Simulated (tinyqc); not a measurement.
# Front-illuminated p-i-n photodiode, quantum efficiency and bandwidth: two studies

Light enters through a p layer (0 to xp), a depleted layer (xp to xp + wi) and a thick n substrate, decaying as exp(-al x); one pass, no back reflection. Carriers made in the depleted layer are all collected; those in the neutral layers diffuse.

Inputs (values chosen for the exercise); values close to those of germanium at this wavelength:
```
symbol,value,unit,meaning
lam,1550,nm,wavelength
al,1470,1/cm,absorption coefficient
Rf,0.3,,reflectance of the front face
eps_r,15.7,,relative permittivity
xp,0.088,um,thickness of the front p layer
wi,2.5,um,thickness of the depleted layer
Dn,36,cm^2/s,electron diffusion coefficient in the p layer
Ln,1.1,um,electron diffusion length in the p layer
S,7e5,cm/s,recombination velocity of the front surface
Lp,2.6,um,hole diffusion length in the thick n substrate
ve,6.17e6,cm/s,electron drift velocity
vh,4.14e6,cm/s,hole drift velocity
dia,110,um,diameter
RL,50,ohm,load resistance
Cp,50,fF,parasitic capacitance
```

Constants: q = 1.602176634e-19 C, h = 6.62607015e-34 J s, c = 299792458 m/s, eps0 = 8.8541878128e-14 F/cm where lengths are in cm. Results are converted to the units shown.

Each table varies one quantity; the others keep the values above.

## Efficiency and bandwidth against the thickness of the depleted layer

k = al Ln, s = S Ln/Dn, e = exp(-al xp); front layer f1 = (k/(k^2 - 1)) {[s + k - e (s cosh(xp/Ln) + sinh(xp/Ln))]/[s sinh(xp/Ln) + cosh(xp/Ln)] - k e}; depleted layer f2 = e (1 - exp(-al wi)); substrate f3 = e exp(-al wi) al Lp/(1 + al Lp); external efficiency (1 - Rf)(f1 + f2 + f3); responsivity = efficiency q lam/(h c). Drift response for pairs made in the depleted layer, a = al wi, g = 1 - exp(-a), u = 2 pi i f, te = wi/ve, th = wi/vh: electrons He = [g - a (exp(-a) - exp(-u te))/(u te - a)]/(u te g), holes Hh = [g - a (1 - exp(-a - u th))/(a + u th)]/(u th g); C = eps0 eps_r pi (dia/2)^2/wi + Cp; total |He + Hh|/sqrt(1 + (2 pi f RL C)^2), for the current of the depleted layer alone. Limits are the frequencies at which each factor falls to 1/sqrt(2); inverse-square sum (f_transit^-2 + f_RC^-2)^(-1/2); the diffusion currents f1 and f3 are left out of the bandwidth.

Results:
```
wi (um)	f2	f1 + f3	responsivity (A/W)	transit limit (GHz)	RC limit (GHz)	3 dB bandwidth (GHz)	inverse-square sum (GHz)	bandwidth x (1 - Rf) f2 (GHz)
0.31	0.04397	0.2727	0.2771	85.92	0.7383	0.7382	0.7383	0.02272
0.53	0.07399	0.2644	0.2961	50.37	1.252	1.251	1.252	0.06481
0.88	0.1198	0.2517	0.3251	30.45	2.052	2.046	2.047	0.1715
1.5	0.1953	0.2308	0.3730	17.98	3.420	3.337	3.360	0.4563
2.5	0.3036	0.2009	0.4415	10.90	5.503	4.763	4.913	1.012
7.1	0.6395	0.1080	0.6542	4.007	13.48	3.778	3.841	1.691
12	0.8180	0.05866	0.7672	2.453	19.88	2.426	2.434	1.389
20	0.9350	0.02632	0.8412	1.515	27.43	1.512	1.513	0.9893
```

Estimate the missing row, wi = 4.2 um.

Computed row:
```
wi (um)	f2	f1 + f3	responsivity (A/W)	transit limit (GHz)	RC limit (GHz)	3 dB bandwidth (GHz)	inverse-square sum (GHz)	bandwidth x (1 - Rf) f2 (GHz)
4.2	0.4547	0.1591	0.5372	6.600	8.732	5.032	5.265	1.602
```

With this row back in the table: As wi goes from 0.31 to 20, the responsivity rises from 0.277 to 0.841 A/W and the bandwidth goes from 0.738 through a maximum of 5.03 (at wi = 4.2 among the rows listed) to 1.51 GHz. The RC limit is the lower one for wi = 0.31, 0.53, 0.88, 1.5, 2.5, the transit limit elsewhere. Adding inverse squares of the two limits is within 4.6 % of the full result. The product of bandwidth and fast efficiency goes from 0.0227 through a maximum of 1.69 (at wi = 7.1 among the rows listed) to 0.989 GHz. For wi = 0.31, 0.53, 0.88, 1.5, 2.5, 4.2 the diffusion currents exceed 0.3 of the drift current; their own response times, left out, may then shape the whole response.

## Efficiency and bandwidth against the thickness of the front p layer

Same model as above.

The same in every row: transit limit (GHz) = 10.90; RC limit (GHz) = 5.503; 3 dB bandwidth (GHz) = 4.763; inverse-square sum (GHz) = 4.913.

Efficiency and bandwidth against the thickness of the front p layer:
```
xp (um)	f2	f1 + f3	responsivity (A/W)	bandwidth x (1 - Rf) f2 (GHz)
0.02	0.3066	0.1938	0.4379	1.022
0.04	0.3057	0.1960	0.4391	1.019
0.08	0.3039	0.2001	0.4411	1.013
0.2	0.2986	0.2106	0.4456	0.9956
0.4	0.2900	0.2238	0.4496	0.9667
0.7	0.2775	0.2373	0.4505	0.9250
1	0.2655	0.2456	0.4472	0.8851
3	0.1979	0.2317	0.3759	0.6597
```

What does the table show?

As xp goes from 0.02 to 3, the responsivity goes from 0.438 through a maximum of 0.450 (at xp = 0.7 among the rows listed) to 0.376 A/W and the bandwidth stays at 4.76 GHz. The RC limit is the lower one in every row. Adding inverse squares of the two limits is within 3.2 % of the full result. In every row the diffusion currents exceed 0.3 of the drift current; their own response times, left out, may then shape the whole response.

Numbers from tinyqc (`OMP_NUM_THREADS=1 python tinyqc.py 2250111 2250112 out.jsonl`; about 0.01 s on one thread of a shared Intel Xeon 2.30GHz).
